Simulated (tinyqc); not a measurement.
Worked calculation: phonon-assisted absorption at an indirect gap. Values are carried at full precision from step to step, so a last printed digit may differ when a step is redone from the rounded ones.

alpha(E) = sum_j A_j [N_j (E - Eg + w_j)^2 + (N_j + 1)(E - Eg - w_j)^2], each bracket counted only where its base is positive; N_j = 1/(exp(w_j/kB T) - 1). The first term absorbs a phonon and the second emits one; excitons and direct transitions are left out.

Constants: kB = 8.617333262e-05 eV/K.

Inputs chosen for the exercise (loosely those of AlAs at room temperature; Eg is not tied to T; not measured data): Eg = 2.111 eV (indirect gap, held fixed unless listed); w = (45.4, 13.5) meV (two zone-edge phonons); A = (4200, 400) 1/(cm eV^2) (their strengths); T = 400 K; E = 2.084 eV (photon energy); nr = 3.09 (refractive index); d = 7.4 micrometre (thickness); xj = 0.36 micrometre (dead layer at the surface); W = 12 micrometre (depleted width); L = 46 micrometre (minority diffusion length below it).

## The four branches at one energy

Evaluate the occupations and each term.

N_j: 0.3659  2.086

terms with phonon absorption (1/cm): 0.5204  0

terms with phonon emission (1/cm): 0  0

alpha = 0.5204 1/cm
wavelength hc/E (hc = 1239.841984 eV nm) = 594.9 nm

Phonon absorption supplies 100.0 % of alpha; the depth 1/alpha is 1.92e+04 micrometre.

## What a slab does with it

Slab of thickness d in air, incoherent passes: R = ((nr - 1)/(nr + 1))^2, x = exp(-alpha d); transmitted Tr = (1 - R)^2 x/(1 - R^2 x^2), reflected Rt = R + (1 - R)^2 R x^2/(1 - R^2 x^2), absorbed Ab = (1 - R)(1 - x)/(1 - R x).

d in cm is 1e-4 times the value in micrometres.

R = 0.2611
x = 0.9996
Tr = 0.5856
Rt = 0.4140
Ab = 0.0004

A single pass would absorb (1 - R)(1 - x) = 0.0003; the back face adds 0.0001.

## Quantum efficiency of a diode

Photodiode (Gaertner form with a dead layer): QE = (1 - R) exp(-alpha xj) [1 - exp(-alpha W)/(1 + alpha L)], R = ((nr - 1)/(nr + 1))^2; responsivity = QE/E in A/W for E in eV.

Evaluate the factors; 1 micrometre = 1e-4 cm.

passes the dead layer = 1.0000
collected share = 0.0030
QE = 0.0022
responsivity = 0.0011 A/W

Without diffusion from below the collected share would be 0.0006.

## Checks

- Tr + Rt + Ab against 1: both 1.000000.

Computed by tinyqc, a small Python program: `OMP_NUM_THREADS=1 python tinyqc.py 1651724 1651725 out.jsonl` (the numbers bound the seed that draws the inputs); one thread of a shared host (Intel(R) Xeon(R) Processor @ 2.30GHz), about 0.01 s for the whole set of steps.
